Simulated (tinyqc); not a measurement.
What moves the results: quasiparticle equation with a plasmon-pole self-energy for two band edges. A value that a table varies takes the place of the one given here.

For each edge E = e + X + Sc(E), with the correlation part Sc(E) = A[0]/(E - a + w) + A[1]/(E - b - w); a and b are the valence and conduction energies that enter the Green function (a = ev, b = ec in the one-shot scheme). Z = 1/(1 - dSc/dE), dSc/dE = -A[0]/(E - a + w)^2 - A[1]/(E - b - w)^2.

Parameters, chosen for this exercise (scales of the order of those of GaAs; not measured data):
- ev = 0 eV (mean-field valence top)
- ec = 0.51 eV (mean-field conduction edge)
- w = 13.3 eV (pole energy)
- Av = (20.9, 9.8) eV^2 (weights of the valence state on the hole and electron poles)
- Ac = (9.8, 24.6) eV^2 (the same for the conduction state)
- Xv = -1.43 eV (exchange minus the mean-field potential, valence)
- Xc = 1.63 eV (the same, conduction)

## Schemes compared

Z = 1; linearised; exact one-shot; energies updated in G (a, b); updated in G and W, where w grows by half of the opening of the gap (a rule chosen for the exercise).

Results (eV):
```
scheme               Ev     Ec    gap  opening
mean field        0.000  0.510  0.510    0.000
Z = 1            -0.568  1.000  1.568    1.058
linearised       -0.486  0.922  1.407    0.897
one-shot, exact  -0.485  0.921  1.405    0.895
update G         -0.522  0.954  1.475    0.965
update G and W   -0.555  0.998  1.553    1.043
```

What can be read from the table?

The openings run from 0.895 (one-shot, exact) to 1.058 eV (Z = 1). Linearising moves the gap by 2 meV, updating G +70 meV and updating W a further +77 meV: once Z is kept, the level of self-consistency matters more than linearising.

## The starting point

The mean-field gap is opened by d (ev lowered by d/2, ec raised by d/2) and X is changed by the opposite amounts, so that e + X stays; one-shot and G-updated gaps.

Gaps (eV):
```
d    start  one-shot  update G
0.0  0.510    1.4053    1.4755
0.2  0.710    1.4203    1.4755
0.4  0.910    1.4351    1.4755
0.6  1.110    1.4497    1.4755
0.9  1.410    1.4714    1.4755
1.2  1.710    1.4926    1.4755
1.6  2.110    1.5204    1.4755
```

What does this show, and why?

The one-shot gap moves by a fraction 0.07 of any change of the starting gap, while the updated gap, 1.4755 eV, does not depend on it. The two agree where the start already equals the result, near d = 0.97 eV. A real change of starting point alters the orbitals and the screening too; this model holds both fixed.

## What each parameter does

Exact one-shot edges and Z of the valence state there. Each row changes one parameter from the base and keeps the others.

Results:
```
case                    Ev (eV)  Ec (eV)  gap (eV)       Z
base                    -0.4847   0.9206    1.4053  0.8509
w = 13.97 eV            -0.5281   0.9743    1.5024  0.8627
Xv = -1.53 eV           -0.5698   0.9206    1.4904  0.8501
Xc = 1.73 eV            -0.4847   1.0041    1.4888  0.8509
ec = 0.61 eV            -0.4806   1.0166    1.4972  0.8514
Av = (21.94, 9.8) eV^2  -0.4160   0.9206    1.3366  0.8470
Ac = (9.8, 25.83) eV^2  -0.4847   0.8413    1.3260  0.8509
```

How do the results move?

The largest shifts from the base row, up to three for each result and ties (the steps differ in size, so this ranks the rows, not the parameters). Ev (eV): Xv -0.0850, Av +0.0687, w -0.0434; unchanged at the printed digits by Xc and Ac. Ec (eV): ec +0.0960, Xc +0.0835, Ac -0.0793; unchanged at the printed digits by Xv and Av. gap (eV): w +0.0971, ec +0.0919, Xv +0.0850. Z: w +0.0118, Av -0.0039, Xv -0.0008; unchanged at the printed digits by Xc and Ac.

Program tinyqc; command `OMP_NUM_THREADS=1 python tinyqc.py 1850005 1850006 out.jsonl`; about 0.02 s on one thread of a shared Intel(R) Xeon(R) Processor @ 2.30GHz.
